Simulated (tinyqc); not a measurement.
Mesh against width: smearing for a one-band metal on the simple cubic lattice.

Lattice vectors (units of a): a1 = (1, 0, 0), a2 = (0, 1, 0), a3 = (0, 0, 1). E(k) = -t A_1(k) - t2 A_2(k), A_m the sum of cos(k . R) over the 6 nearest and 12 second lattice vectors. Mesh k = sum (j_i/N) b_i, j_i = 0 .. N-1.

With x = (E_k - mu)/sigma: Gaussian f = erfc(x)/2, s = exp(-x^2)/(2 sqrt(pi)); Methfessel-Paxton (first order) f = erfc(x)/2 - x exp(-x^2)/(2 sqrt(pi)), s = (1 - 2 x^2) exp(-x^2)/(4 sqrt(pi)). With weights w = points/N^d (d the dimension), mu solves 2 sum w f = ne; E = 2 sum w f E_k, S = 2 sum w s, F = E - sigma S.

Inputs chosen for the exercise:
```
symbol  value  unit  meaning
t       1.37   eV    nearest hopping
t2      0.22   eV    second hopping
ne      0.48         electrons per cell
```

Gaussian smearing, (E + F)/2. The reference is F of first-order Methfessel-Paxton smearing with sigma = 0.05 t on the mesh N = 40; it moves by 0.10 meV on the mesh N = 50; in three dimensions such meshes can agree by chance and the reference may be off by about 1 meV, so smaller errors are not resolved.

Errors (meV per cell):
```
N   sigma = 0.05 t  sigma = 0.15 t  sigma = 0.4 t
4           112.75          106.41          91.80
6            30.79           27.64          21.10
8            17.70           18.80          17.34
12            5.42            4.65           2.24
16            0.56            0.62           0.22
24           -0.49           -0.47          -0.19
```

reference = -2.36363 eV

How do the results move, and what explains it?

First N from which the value stays within 2 meV of its last entry (which need not be the best one): 16 for sigma = 0.05 t, 16 for sigma = 0.15 t, 16 for sigma = 0.4 t. At the last mesh the errors are -0.49, -0.47 and -0.19 meV. By this 2 meV bar the wider smearing does not converge sooner. The smallest error belongs to 0.05 t on 0, 0.15 t on 0, 0.4 t on 6 of the 6 meshes.

Program tinyqc; command `OMP_NUM_THREADS=1 python tinyqc.py 1682331 1682332 out.jsonl`; about 0.3 s on one thread of a shared Intel(R) Xeon(R) Processor @ 2.30GHz.
